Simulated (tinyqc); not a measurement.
What each parameter does: two-band k.p model of the X valleys of a zinc-blende crystal.

k along the valley axis, counted from X, c = hbar^2/2m0, e = c k^2/ml. H = [[e - D/2, i P k], [-i P k, e + D/2]] with P^2 = D0 c/ml, so E = e -/+ sqrt(D^2/4 + D0 e). For D = 0 (diamond lattice) the bands cross at X.

With x = D/D0: for x < 1 the minima lie at k_m = sqrt(ml D0 (1 - x^2)/(4 c)), the hump at X has the height dE = (D0/4)(1 - x)^2 and the mass at the minimum is ml/(1 - x^2); the mass at X is ml/(1 - 1/x), negative for x < 1. For x > 1 the minimum is at X.

Thermal masses along the axis for one X point, lower band, E from the minimum, on 1601 points from -0.8 to 0.8 1/angstrom: density-of-states mass m_d = c I^2/(pi kT), I = integral of exp(-E/kT) dk; conductivity mass m_c = 2 c kT/<(dE/dk)^2> with central differences.

Constants: hbar^2/2m0 = 3.80998211 eV angstrom^2; kB = 8.617333262e-05 eV/K.

Parameters, chosen for this exercise (of the order of those of AlAs; shifted at random, so the results belong to these values and not to a real crystal): D = 0.395 eV (splitting of the two conduction levels at X); D0 = 0.128 eV (coupling energy); ml = 0.667 m0 (mass along the axis from remote bands); T = 77 K (temperature).

Shape of the lower band and thermal masses.

Results for these values:

| case | k_m (1/angstrom) | dE (meV) | m_d (m0) | m_c (m0) |
|---|---|---|---|---|
| base | 0.0000 | 0.000 | 0.981 | 0.976 |

What happens to each result for T = 79.31 K, all else kept?

Answer: k_m does not change at the printed digits; dE does not change at the printed digits; m_d does not change at the printed digits; m_c does not change at the printed digits.

The same for each parameter in turn:

| case | k_m (1/angstrom) | dE (meV) | m_d (m0) | m_c (m0) |
|---|---|---|---|---|
| base | 0.0000 | 0.000 | 0.981 | 0.976 |
| D = 0.3831 eV | 0.0000 | 0.000 | 0.996 | 0.990 |
| D0 = 0.1318 eV | 0.0000 | 0.000 | 0.995 | 0.989 |
| ml = 0.687 m0 | 0.0000 | 0.000 | 1.011 | 1.005 |
| T = 79.31 K | 0.0000 | 0.000 | 0.981 | 0.976 |

(tinyqc, `OMP_NUM_THREADS=1 python tinyqc.py 1880132 1880133 out.jsonl`, Intel(R) Xeon(R) Processor @ 2.30GHz, 1 thread, shared host, about 0.01 s.)
